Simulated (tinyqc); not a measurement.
Worked calculation: six-band k.p model of the valence band of a wurtzite crystal. Values are carried at full precision from step to step, so a last printed digit may differ when a step is redone from the rounded ones.

At k = 0: E1 = D1c + D2c + Te + Le (pure HH); E2, E3 = Le + u +/- sqrt(u^2 + 2 D3c^2), u = (D1c - D2c + Te)/2, D1c = Dcr, D2c = D3c = Dso/3. The weight of LH in state 2 is fL = (E2 - Le)^2/((E2 - Le)^2 + 2 D3c^2). Relative strengths of transitions to the conduction band: for E perpendicular to c (TE) 1/2, fL/2, (1 - fL)/2; for E along c (TM) 0, 1 - fL, fL, with one momentum element for both directions.

Constants: hc = 1239.841984 eV nm; hbar^2/2m0 = 3.80998211 eV angstrom^2.

Parameters, chosen for this exercise (of the order of those of hexagonal CdS; not measured data):
```
symbol  value   unit        meaning
Dcr     0.0314  eV          crystal-field splitting
Dso     0.0624  eV          spin-orbit splitting
e_par   -0.015              exx = eyy of a c-plane layer
D1      -0.97   eV
D2      0.97    eV
D3      1.36    eV
D4      -2.87   eV
C13     53      GPa
C33     95      GPa
Eg      2.581   eV          direct gap at Gamma from the top of the unstrained valence band
a1      -2.89   eV          gap potential along c
a2      -4.57   eV          gap potential in the plane
A1      -4.59
A2      -0.4
A3      4.13
A4      -1.96
A5      -1.98
A6      -2.56
kt      0.019   1/angstrom  in-plane wave vector
kz      0       1/angstrom  wave vector along c
kmax    0.08    1/angstrom  end of the path
```

## Edges without strain

Set Le = Te = 0.

E1, E2, E3 without strain (eV): 0.0522  0.0352  -0.0246

fL = 0.5887

edges from the top (eV): 0.0000  -0.0170  -0.0768

The top is state 1 (HH), TE light alone.

## Strain terms

Strain of a c-plane layer: exx = eyy = e_par, ezz = -2 (C13/C33) e_par; Le = D1 ezz + D2 (exx + eyy), Te = D3 ezz + D4 (exx + eyy).

Form ezz, Le and Te.

ezz = 0.016737
Le (strain shift of all three valence states) = -0.04533 eV
Te (further shift of HH and LH) = 0.10886 eV

## Edges and polarisation under strain

Use Le and Te.

E1, E2, E3 under strain (eV): 0.1157  0.0810  -0.0522

fL = 0.9486

Relative strengths:
```
state     TE     TM
1      0.500  0.000
2      0.474  0.051
3      0.026  0.949
```

The top is state 1 (HH), TE light alone; the next state lies 34.7 meV lower.

## Transition energies

Conduction edge: Ec = (top of the unstrained valence band) + Eg + (a1 + D1) ezz + (a2 + D2)(exx + eyy).

Ec minus each strained valence edge (state 1 is HH, states 2 and 3 are mixtures of LH and CH); wavelength hc/E of the lowest.

Ec = 2.6766 eV

transitions to states 1, 2, 3 (eV): 2.5609  2.5956  2.7288

wavelength = 484.1 nm

Strain moves the lowest transition by -20 meV. The deformation potentials of this set are rough, and this small net shift can differ from measurement even in sign.

## The block at one k

Block form of the six-band Hamiltonian (electron energies, z along c, kt the in-plane wave vector, c0 = hbar^2/2m0): H = [[F, K, -iW], [K, G, D - iW], [iW, D + iW, L]] in the basis HH, LH, CH; the other block is its conjugate and has the same levels. F = D1c + D2c + L + T, G = D1c - D2c + L + T, D = sqrt(2) D3c, with D1c = Dcr, D2c = D3c = Dso/3; L = c0 (A1 kz^2 + A2 kt^2) + Le, T = c0 (A3 kz^2 + A4 kt^2) + Te, K = c0 A5 kt^2, W = c0 A6 kt kz. The zero of energy is the CH state without spin-orbit coupling and strain; the term linear in k is left out.

Fill in the matrix.

H(k) (eV):
```
         HH       LH       CH
HH   0.1125  -0.0027        0
LH  -0.0027   0.0709   0.0294
CH        0   0.0294  -0.0459
```

## Levels and weights

H is one of the two 3 x 3 blocks into which the six-band matrix falls, in the basis HH, LH, CH of the unmixed zone-centre states. Diagonalise it.

levels from the top (eV): 0.1127  0.0777  -0.0529

weights:
```
      top  second  third
HH  0.994   0.006  0.000
LH  0.006   0.941  0.054
CH  0.000   0.053  0.946
```

## Bands in the plane and along c

Six points from 0 to kmax each way.

Levels (eV):
```
|k| (1/angstrom)  top, in plane   second    third  top, along c  second, along c  third, along c
0.000                    0.1157   0.0810  -0.0522        0.1157           0.0810         -0.0522
0.016                    0.1135   0.0787  -0.0527        0.1153           0.0803         -0.0565
0.032                    0.1081   0.0706  -0.0542        0.1139           0.0784         -0.0693
0.048                    0.1021   0.0544  -0.0568        0.1117           0.0755         -0.0910
0.064                    0.0967   0.0289  -0.0610        0.1085           0.0715         -0.1216
0.080                    0.0918  -0.0040  -0.0681        0.1045           0.0668         -0.1611
```

Along c the HH state has the mass -1/(A1 + A3) = 2.17 and the CH state -1/A1 = 0.218; in the plane, far from the edge, the masses tend to -1/(A2 + A4 - A5) = 2.63, -1/(A2 + A4 + A5) = 0.230 and -1/A2 = 2.50.

## Checks

- Closed-form edges against the diagonalisation at k = 0: they agree to 1e-10 or better.

Run: tinyqc, `OMP_NUM_THREADS=1 python tinyqc.py 1081126 1081127 out.jsonl`; Intel(R) Xeon(R) Processor @ 2.30GHz, one thread, shared host; about 0.01 s of CPU time with all checks.
